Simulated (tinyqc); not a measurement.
Worked calculation: WKB tunnelling through a gate dielectric with a two-band (Franz) dispersion. Values are carried at full precision from step to step, so a last printed digit may differ when a step is redone from the rounded ones.

Constants: hbar^2/2m0 = 3.80998211 eV angstrom^2.

Values chosen for the exercise (of the size used for Si3N4 on silicon; the results hold for these values, not for the real material):
```
symbol  value  unit      meaning
phi     2.11   eV        barrier above the electron energy at the emitter
t       43     angstrom  thickness
V       2.4    V         voltage across the layer
Eg      4.85   eV        gap of the dielectric
m       0.39   m0        mass at the conduction edge
```

## Shape of the barrier

Field V/t (1 V/angstrom = 100 MV/cm), the end of the forbidden region x_e = min(t, phi t/V), and u there.

field = 5.58 MV/cm
x_e = 37.8042 angstrom
u(x_e) = 0.000 eV

V >= phi: a triangle, Fowler-Nordheim tunnelling into the conduction band of the dielectric.

## Decay constant through the layer

At depth x the conduction edge lies u(x) = phi - V x/t above the electron. Parabolic: kappa = sqrt(m u/c). Franz: kappa = sqrt(m u (1 - u/Eg)/c), which vanishes at both band edges. c = hbar^2/2m0. T = exp(-2 integral of kappa dx) over the region u > 0; no image force, no prefactor, zero transverse momentum. The region ends at x_e = min(t, phi t/V); x_e < t is the Fowler-Nordheim regime.

Nine points x = j x_e/8.

kappa (1/angstrom):
```
x (angstrom)  u (eV)  parabolic   Franz
0.000         2.1100     0.4647  0.3493
4.726         1.8462     0.4347  0.3421
9.451         1.5825     0.4025  0.3304
14.177        1.3188     0.3674  0.3135
18.902        1.0550     0.3286  0.2907
23.628        0.7913     0.2846  0.2603
28.353        0.5275     0.2324  0.2194
33.079        0.2637     0.1643  0.1598
37.804        0.0000     0.0000  0.0000
```

At the emitter the Franz value is 24.8 % below the parabolic one, the factor sqrt(1 - phi/Eg).

## The integrals by Simpson's rule

Weights 1, 4, 2, 4, 2, 4, 2, 4, 1 times a third of the spacing.

integral of kappa dx: parabolic 11.650, Franz 9.976

## The integrals in closed form

Parabolic: (2/3) sqrt(m/c) (t/V) (phi^(3/2) - u_e^(3/2)). Franz: sqrt(m/c) Eg^(3/2) (t/V) (f(phi/Eg) - f(u_e/Eg)) with f(y) = ((2y - 1) sqrt(y (1 - y)) + arcsin(sqrt y))/4. u_e = max(phi - V, 0). T = exp(-2 I).

integral of kappa dx: parabolic 11.7128, Franz 10.0391

T: parabolic 6.70e-11, Franz 1.91e-09

The two-band dispersion raises T by a factor 28.4.

## Checks

- Franz integral in closed form against adaptive quadrature: both 10.0391.

(tinyqc, `OMP_NUM_THREADS=1 python tinyqc.py 1481590 1481591 out.jsonl`, Intel(R) Xeon(R) Processor @ 2.30GHz, 1 thread, shared host, about 0.01 s.)
